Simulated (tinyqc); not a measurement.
## Length offset and series resistance from crossing lines

Question. R_total = Rs + k (L - dL)/Vo with constant Rs, dL and k. Find k, dL and Rs.

R_total at (L, Vo) = (45, 0.35), (135, 0.35), (45, 0.89) and (135, 0.89), L in nm and Vo in V (ohm um): 237.54286  546.11429  160.15730  281.50562

Solution. At each overdrive R is a straight line in L with slope k/Vo; the two lines cross at L = dL, R = Rs.

k = 1.20 ohm um V/nm
dL = 7.80 nm
Rs = 110 ohm um

Computed by the program tinyqc: `OMP_NUM_THREADS=1 python tinyqc.py 2282133 2282134 out.jsonl`, one thread of a shared Intel Xeon 2.30GHz, about 0.06 s for the whole run.
